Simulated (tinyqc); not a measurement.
Comparisons within one model: Bethe-Salpeter matrix of a two-band chain (Tamm-Dancoff form). A value that a table varies takes the place of the one given here.

One valence and one conduction band, lattice period 1, mesh k = 2 pi j/N. Pair energies D(k) = Eg + 2 t sum(1 - cos k), t = tc + tv. Screened attraction W(R) = U at R = 0 and V/|R| otherwise, R over the N cells with the nearest image; W(q) = sum_R W(R) cos(q R). H(k, k') = D(k) delta - W(k - k')/Nk + 2 J/Nk for singlets (J = 0 for triplets), Nk the number of k points. With a constant transition dipole the strength of a state is f = (sum_k A_k)^2/Nk, and the f sum to 1.

Inputs chosen for the exercise:

| symbol | value | unit | meaning |
|---|---|---|---|
| Eg | 2.3 | eV | quasiparticle gap |
| tc | 0.15 | eV | conduction hopping |
| tv | 0.31 | eV | valence hopping |
| U | 1.31 | eV | attraction in the same cell |
| V | 0.39 | eV | attraction at one cell distance |
| J | 0.11 | eV | exchange in the same cell |
| fs | (0.2, 0.4, 0.7, 1, 1.4, 2, 2.6) |  | scale factors of U and V |

## Convergence with the k mesh

Lowest triplet and singlet, and f of the singlet, against N.

Results:

| N | Eg - E triplet (eV) | Eg - E singlet (eV) | f singlet |
|---|---|---|---|
| 4 | 0.7946 | 0.6531 | 0.5972 |
| 6 | 0.7667 | 0.6179 | 0.6305 |
| 8 | 0.7634 | 0.6120 | 0.6445 |
| 12 | 0.7630 | 0.6111 | 0.6480 |
| 20 | 0.7629 | 0.6111 | 0.6481 |
| 40 | 0.7629 | 0.6111 | 0.6481 |
| 100 | 0.7629 | 0.6111 | 0.6481 |

How do the results move?

The coarsest mesh misjudges the singlet binding by +0.0420 eV against the finest: a mesh of N points along an axis repeats the pair every N cells. The triplet is within 1 meV of the last row from N = 8 on. The singlet is within 1 meV of the last row from N = 8 on. The more tightly bound triplet is the smaller object in R, so it needs no more points than the singlet.

## Strength of the attraction

Triplets, N = 100; U and V scaled together, as weaker screening would do. f is the weight at R = 0. For V = 0 the infinite chain has binding sqrt(4 t^2 + U^2) - 2t and f = U/sqrt(4 t^2 + U^2), t = tc + tv.

Results:

| scale | U/t | binding (eV) | f | Eg - second level (eV) | contact formula (eV) |
|---|---|---|---|---|---|
| 0.20 | 0.57 | 0.0739 | 0.276 | 0.0032 | 0.0366 |
| 0.40 | 1.14 | 0.2063 | 0.439 | 0.0131 | 0.1388 |
| 0.70 | 1.99 | 0.4626 | 0.614 | 0.0397 | 0.3790 |
| 1.0 | 2.85 | 0.7629 | 0.729 | 0.0792 | 0.6808 |
| 1.4 | 3.99 | 1.2045 | 0.823 | 0.1498 | 1.1318 |
| 2.0 | 5.70 | 1.9153 | 0.898 | 0.2862 | 1.8568 |
| 2.6 | 7.40 | 2.6559 | 0.935 | 0.4492 | 2.6081 |

What does this show?

The binding grows with exponent 1.48 between scales 0.2 and 0.4 and 1.25 over the last two rows (below 2 for a wide pair in a chain, where 1/|R| brings logarithms, 1 for a pair held in one cell). f rises from 0.276 to 0.935. On this mesh a second level lies below the gap from scale 0.2 on; in an infinite lattice the tail V/|R| binds a whole series at any scale. The binding exceeds Eg in the rows from scale 2.6 on, where the ground state itself would be unstable. The tail V/|R| adds 0.048 eV to the contact value in the last row and 0.037 eV in the first.

## Exciton band

Triplets, solved in the electron-hole distance R on a ring of 60 cells, total momentum Q: D = Eg + 2 tc (1 - cos(k + Q/2)) + 2 tv (1 - cos(k - Q/2)), so the hopping in R has size |t(Q)| = sqrt(tc^2 + tv^2 + 2 tc tv cos Q) and the continuum starts at Eg + 2 (tc + tv) - 2 |t(Q)|.

Results:

| Q/pi | \|t(Q)\| (eV) | continuum edge (eV) | exciton (eV) | binding (eV) | weight at R = 0 |
|---|---|---|---|---|---|
| 0.000 | 0.4600 | 2.3000 | 1.5371 | 0.7629 | 0.729 |
| 0.167 | 0.4463 | 2.3275 | 1.5557 | 0.7718 | 0.738 |
| 0.333 | 0.4063 | 2.4074 | 1.6083 | 0.7991 | 0.766 |
| 0.500 | 0.3444 | 2.5312 | 1.6843 | 0.8469 | 0.812 |
| 0.667 | 0.2685 | 2.6830 | 1.7663 | 0.9166 | 0.869 |
| 0.833 | 0.1951 | 2.8298 | 1.8312 | 0.9986 | 0.923 |
| 1.000 | 0.1600 | 2.9000 | 1.8562 | 1.0438 | 0.945 |

What can be read from the table?

The exciton band is 0.3191 eV wide, against 0.6000 eV for the edge of the continuum: binding narrows it, since electron and hole must hop together. The binding grows from 0.763 to 1.044 eV as |t(Q)| falls. Between the first two rows the exciton rises 0.68 times as much as the edge, so it is heavier than the free pair.

## What each parameter does

N = 100: lowest singlet, its binding and f, and the singlet-triplet splitting. Each row changes one parameter from the base and keeps the others.

Results:

| case | singlet (eV) | binding (eV) | f | splitting (eV) |
|---|---|---|---|---|
| base | 1.6889 | 0.6111 | 0.648 | 0.1518 |
| Eg = 2.5 eV | 1.8889 | 0.6111 | 0.648 | 0.1518 |
| tc = 0.2 eV | 1.7116 | 0.5884 | 0.615 | 0.1446 |
| tv = 0.19 eV | 1.6211 | 0.6789 | 0.742 | 0.1718 |
| U = 1.57 eV | 1.5076 | 0.7924 | 0.741 | 0.1697 |
| V = 0.49 eV | 1.6550 | 0.6450 | 0.613 | 0.1447 |
| J = 0.17 eV | 1.7636 | 0.5364 | 0.595 | 0.2265 |

What can be read from the table?

The largest shifts from the base row, up to three for each result and ties (the steps differ in size, so this ranks the rows, not the parameters). singlet (eV): Eg +0.2000, U -0.1813, J +0.0747. binding (eV): U +0.1813, J -0.0747, tv +0.0678; unchanged at the printed digits by Eg. f: tv +0.094, U +0.093, J -0.053; unchanged at the printed digits by Eg. splitting (eV): J +0.0747, tv +0.0199, U +0.0179; unchanged at the printed digits by Eg. At zero total momentum only the sum tc + tv enters.

Computed by tinyqc, a small Python program: `OMP_NUM_THREADS=1 python tinyqc.py 1250505 1250506 out.jsonl` (the numbers bound the seed that draws the inputs); one thread of a shared host (Intel(R) Xeon(R) Processor @ 2.30GHz), about 0.07 s for the whole set of steps.
